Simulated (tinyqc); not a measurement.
MOSFET in saturation, small-signal circuit and noise: effect of the total gate width on speed and noise.

Bias by the inversion coefficient IC = I/Ispec (charge-based model with velocity saturation; weak inversion below 0.1, strong above 10). Common-source circuit: gm, gds, Cgs, Cgd and Cj at the inner nodes, Rg in series with the gate; quasi-static, no source or drain resistance, no gate-body capacitance, no substrate network, no induced gate noise, so fmax is an upper estimate.

Ispec = 2 n mu Cox (W/L) Vt^2, lc = Ls/L, gms = [sqrt((lc IC + 1)^2 + 4 IC) - 1]/[2 + lc (lc IC + 1)], gm = gms Ispec/(n Vt), gds = sg gm. qs = [sqrt(1 + 4 IC) - 1]/2, Cgs = Cox W L qs (2 qs + 3)/(3 (qs + 1)^2) + Cov W, Cgd = Cov W, Cd = Cj W, Rg = Rsh (Wf/L)/(12 Nf) + Rc/W with Nf = W/Wf fingers (not rounded) contacted at both ends. fT = gm/(2 pi (Cgs + Cgd)), fmax = fT/(2 sqrt(Rg (gds + 2 pi fT Cgd))). Channel noise Sid = 4 kB T gam n gm with gam = (1/2 + (2/3) qs)/(1 + qs) + gw lc IC, qs = [sqrt(1 + 4 IC) - 1]/2, lc = Ls/L (the last term an empirical rise with velocity saturation); at the gate, white noise Sw = Sid/gm^2 + 4 kB T Rg. Number fluctuation with correlated mobility: S(f) = K/f, K = q^2 Vt lt Nt/(W L Cox^2) (1 + ac mu Cox I/gm)^2, Vt in eV with Nt per eV. Corner fc = K/Sw. IC is held fixed.

Values chosen for this exercise: temperature T = 300 K; gate length L = 90 nm; gate capacitance Cox = 0.9 uF/cm^2; mobility mu = 230 cm^2/(V s); slope factor n = 1.4; velocity-saturation length Ls = 20 nm; ratio gds/gm sg = 0.057; overlap and fringe capacitance per side Cov = 0.42 fF/um; drain junction capacitance Cj = 0.33 fF/um; sheet resistance of the gate Rsh = 10 ohm; finger width Wf = 0.5 um; gate contact and vertical resistance Rc = 100 ohm um; inversion coefficient IC = 0.6; short-channel excess of the noise factor gw = 0.1; oxide trap density Nt = 9.3e17 cm^-3 eV^-1; tunnelling length into the oxide lt = 0.1 nm; Coulomb scattering coefficient ac = 10000 V s/C.

Constants: q = 1.602176634e-19 C, kB = 1.380649e-23 J/K, Vt = kB T/q. Results are converted to the units shown.

The same in every row: fT (GHz) = 7.314; fmax (GHz) = 76.96; fc (MHz) = 38.56.

Effect of the total gate width on speed and noise:
```
W (um)  I (uA)  Rg (ohm)  sqrt(Sw) (nV/Hz^0.5)
2        5.165     51.16                 11.63
4.3      11.10     23.79                 7.932
9.3      24.02     11.00                 5.393
20       51.65     5.116                 3.678
43       111.0     2.379                 2.508
93       240.2     1.100                 1.706
200      516.5    0.5116                 1.163
```

Read the table: what changes, and by how much?

As W goes from 2 to 200 um, fT stays at 7.31 GHz, fmax stays at 77.0 GHz, the white noise falls from 11.6 to 1.16 nV/Hz^0.5 and the corner stays at 38.6 MHz. Current, gm and capacitances scale with W and Rg with 1/W, so the frequencies stay while both noise powers fall as 1/W. In every row fmax exceeds 4 fT, where channel resistance and substrate losses, left out here, would cap it.

tinyqc, about 0.01 s, one thread, Intel Xeon 2.30GHz (shared host): `OMP_NUM_THREADS=1 python tinyqc.py 2150045 2150046 out.jsonl`
